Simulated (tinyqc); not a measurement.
Deformation potentials from a strained empirical pseudopotential, step by step. Values are carried at full precision from step to step, so a last printed digit may differ when a step is redone from the rounded ones.

Diamond lattice, no spin-orbit coupling. Atomic form factor V(q) = a1 (q^2 - a2)/(a3 exp(a4 q^2) - 1) in rydberg with q in 1/bohr, for the unstrained cell. Under a strain e the reciprocal vectors and k go over into (1 + e)^(-1) G, the atoms sit at +/- tau with tau = (1 + e) a (1,1,1)/8 - zeta a (eyz, ezx, exy)/4, and H(G,G') = c |k + G|^2 delta + (V(q)/det(1 + e)) cos(q.tau), q = G - G', with the term q = 0 left out; c = hbar^2/2m0. The basis is fixed before straining: all G with |k + G|^2 up to 16 (2 pi/a)^2. k is given in units of 2 pi/a of the unstrained cell.

Constants: a0 (Bohr radius) = 0.5291772105 angstrom; hbar^2/2m0 = 3.80998211 eV angstrom^2; Ry = 13.60569312 eV.

Values chosen for the exercise (a germanium-sized cell with gaps well above those of Ge; shifted at random, so the results belong to these values and not to a real crystal):
```
symbol  value                        unit      meaning
a       5.657                        angstrom  lattice constant
A       (0.398, 2.397, 2.083, 0.46)            a1 (Ry bohr^2), a2 (1/bohr^2), a3, a4 (bohr^2)
h       0.005                                  size of the test strain
kD      0.82                         2 pi/a    position of the Delta minimum
zeta    0.47                                   internal-strain parameter
```

## Form factors, unstrained and under a volume change

q^2 = n (2 pi/a)^2 a0^2 for the shells n = 3, 8, 11; for e = h 1, q^2 is divided by (1 + h)^2 and V by (1 + h)^3. Last column: the change divided by the relative change of volume, (1 + h)^3 - 1.

Form factors:
```
n   q^2 (1/bohr^2)    V (Ry)  V expanded (Ry)  dV/(dVol/Vol) (Ry)
3          1.03636  -0.22992         -0.22977              0.0104
8          2.76363   0.02271          0.02100             -0.1132
11         3.79999   0.05093          0.04976             -0.0777
```

## Gaps under a volume change

e = -h 1, 0, +h 1; gaps from the valence top to the s-like level at Gamma (level 5), and to level 5 at (kD,0,0) and (1/2,1/2,1/2).

Gaps (eV):
```
gap             e = -h    e = 0   e = +h
Gamma, s-like  1.81301  1.68296  1.55397
Delta          1.01101  1.02702  1.04138
L              1.08702  1.04594  1.00444
```

## Hydrostatic deformation potentials

a = [E(+h) - E(-h)]/(3 ln((1 + h)/(1 - h))).

a of the gaps to Gamma, Delta, L (eV): [-8.63, 1.01, -2.75]

Compression opens the Gamma gap, opens the L gap and closes the Delta gap. Only differences are defined here: the absolute shifts depend on the mean potential, which this model leaves out.

## Tetragonal strain

e = diag(-h/2, -h/2, h). Level 5 at (kD,0,0) and (0,0,kD), and levels 2 to 4 at Gamma, all from the mean of the three valence levels.

Delta x, Delta z (eV): [1.00747, 1.06609]

valence levels (eV): [-0.04419, 0.02209, 0.02209]

## Xu of the Delta valleys and b

For e = diag(-h/2, -h/2, h): E(Delta z) - E(Delta x) = Xu (ezz - exx), and without spin-orbit coupling E(Z) - E(X, Y) = 3 b (ezz - exx); Z is the single level, X and Y the pair.

Xu = 7.82 eV
b = -2.95 eV

Stretching along z raises the valleys on the z axis and lowers the Z valence state. One-sided differences carry an error of order h. A local potential fitted to band energies alone fixes these slopes only roughly; b tends to come out too large and Xu of L too small.

## Trigonal strain

exy = eyz = ezx = h, with the internal displacement. Level 5 at (1/2,1/2,1/2) and (1/2,-1/2,-1/2), and levels 2 to 4 at Gamma, from the mean of the three valence levels.

L [111], L [1-1-1] (eV): [1.16002, 1.00739]

valence levels (eV): [-0.05253, 0.02627, 0.02627]

## Xu of the L valleys and d

For the tensor strain exy = eyz = ezx = h: E(L [111]) - E(L [1-1-1]) = (8/3) Xu h, and E(single valence level) - E(pair) = 3 sqrt(3) d h. Find Xu and d.

Xu (L) = 11.45 eV
d = -3.03 eV

## Checks

- Level 5 at (kD,0,0) and (0,kD,0) under the tetragonal strain (eV): both 10.4213.

tinyqc: `OMP_NUM_THREADS=1 python tinyqc.py 1880966 1880967 out.jsonl`; about 0.2 s, one thread, shared Intel(R) Xeon(R) Processor @ 2.30GHz.
